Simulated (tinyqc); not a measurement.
Haynes-Shockley experiment: drift, diffusion and decay of a minority-carrier pulse. Changing the lifetime tau. Computed by tinyqc, a small Python program. Command: `OMP_NUM_THREADS=1 python tinyqc.py 3111186 3111187 out.jsonl haynes sweep`. One thread of a shared host (Intel(R) Xeon(R) Processor @ 2.30GHz), about 0.01 s of CPU time with the checks.

A thin sheet of excess carriers is made at x = 0, t = 0 in a long uniform bar; injection is low, so the pulse moves with the minority mobility.

Inputs (values chosen for the exercise, modelled on electrons in p-type germanium in a lightly doped bar):

| quantity | value | unit |
|---|---|---|
| minority mobility mu | 4120 | cm^2/(V s) |
| temperature T | 300 | K |
| field F | 23 | V/cm |
| distance d to the collector | 1.2 | cm |
| injected sheet density N0 | 5.7e+09 | 1/cm^2 |

Constants: k_B = 8.617333262e-05 eV/K.

Method:
- D = mu k_B T/e, v = mu F.
- Transit time d/v, diffusion length sqrt(D tau), drift length v tau, Peclet number v d/D = e F d/(k_B T).
- dn(x, t) = N0/sqrt(4 pi D t) exp(-(x - v t)^2/(4 D t) - t/tau).
- At fixed x the signal peaks where d ln(dn)/dt = 0: a t^2 + t/2 - x^2/(4 D) = 0 with a = v^2/(4 D) + 1/tau.
- The full width at half maximum is found by solving dn(x, t) = peak/2 on both sides of the peak.
- With w the full width at half maximum: mu = d/(F t_p); D = (w d)^2/(16 ln2 t_p^3); Einstein ratio D/mu against k_B T/e.

One run for each value:

| lifetime tau (microsecond) | peak density (1/cm^3) | time of the peak t_p (microsecond) | error of mu (%) | error of D (%) |
|---|---|---|---|---|
| 90 | 3.8050e+10 | 12.648 | 0.12007 | 0.15869 |
| 180 | 4.0820e+10 | 12.650 | 0.10689 | 0.15871 |
| 350 | 4.2238e+10 | 12.651 | 0.10049 | 0.15872 |
| 700 | 4.3008e+10 | 12.651 | 0.09710 | 0.15873 |
| 1400 | 4.3398e+10 | 12.652 | 0.09541 | 0.15873 |
| 2800 | 4.3595e+10 | 12.652 | 0.09456 | 0.15873 |
| 5500 | 4.3692e+10 | 12.652 | 0.09414 | 0.15873 |
| 11000 | 4.3742e+10 | 12.652 | 0.09393 | 0.15873 |

Describe and explain the trends.

Over the rows, peak density (1/cm^3) rises from 3.81e10 to 4.37e10 (exponent d ln y / d ln x 0.10 between the first rows and 0.0017 between the last); time of the peak t_p (microsecond) rises from 12.648 to 12.652; error of mu (%) falls from 0.120 to 0.0939 (exponent d ln y / d ln x -0.17 between the first rows and -0.0033 between the last). With a long lifetime the error of mu tends to the part from spreading alone; in the last row it is 0.0939 %.

Extremes, crossings and ranges named in words are read from the listed rows.
